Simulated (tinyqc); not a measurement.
From results back to parameters: heavy doping: gap narrowing, degeneracy and the minority density. Three cases, with inputs chosen for the exercise.

Problem. The minority density was computed from a hidden true narrowing dEg.

F_j(eta) = (1/Gamma(j + 1)) integral_0^infinity x^j dx/(1 + exp(x - eta)), which tends to exp(eta) for eta << 0.

Majority: N = Nc F_1/2(eta), eta the distance of EF beyond the majority band edge in kT. Degeneracy factor gam = F_1/2(eta)/exp(eta). ni0^2 = Nc Nv exp(-Eg/kT); product n p = ni0^2 gam exp(dEg/kT), dEg the true narrowing; apparent narrowing dEa = dEg + kT ln gam; minority density = n p/N.

Constants: kB = 8.617333262e-05 eV/K.

Find: dEa; gam; dEg.

Method. dEa = kT ln(minority x N/ni0^2); gam follows from N alone, and dEg = dEa - kT ln gam.

Case 1.

Values chosen (gap and densities of states near those of Si at this temperature; narrowing constants near the fits for Si; shifted at random, so the results belong to these values and not to a real crystal): N = 1.2e+18 1/cm^3 (ionised donors, equal to the majority density); Eg = 1.103 eV (gap); Nc = 2.81e+19 1/cm^3 (conduction-band density of states); Nv = 1.17e+19 1/cm^3 (valence-band density of states); T = 300 K.

minority density = 288.679 1/cm^3

Solution.

dEa = 32.88 meV
gam = 0.9850
dEg = 33.27 meV

Case 2.

Values chosen (gap and densities of states near those of GaAs at this temperature; narrowing constants of the size fitted for Si, not for this material; shifted at random, so the results belong to these values and not to a real crystal): N = 4e+17 1/cm^3 (ionised donors, equal to the majority density); Eg = 1.38 eV (gap); Nc = 6.63e+17 1/cm^3 (conduction-band density of states); Nv = 1.47e+19 1/cm^3 (valence-band density of states); T = 400 K.

minority density = 209.418 1/cm^3

Solution.

dEa = 25.52 meV
gam = 0.8093
dEg = 32.81 meV

Case 3.

Values chosen (gap and densities of states near those of Si at this temperature; narrowing constants near the fits for Si; shifted at random, so the results belong to these values and not to a real crystal): N = 1.6e+19 1/cm^3 (ionised donors, equal to the majority density); Eg = 1.127 eV (gap); Nc = 2.72e+19 1/cm^3 (conduction-band density of states); Nv = 1.13e+19 1/cm^3 (valence-band density of states); T = 300 K.

minority density = 34.9280 1/cm^3

Solution.

dEa = 70.98 meV
gam = 0.8136
dEg = 76.31 meV

Computed by tinyqc, one run a case: `OMP_NUM_THREADS=1 python tinyqc.py N N+1 out.jsonl` with N = 1681827, 1681883, 1681975; one thread of a shared Intel(R) Xeon(R) Processor @ 2.30GHz, about 0.01 s a run at most.
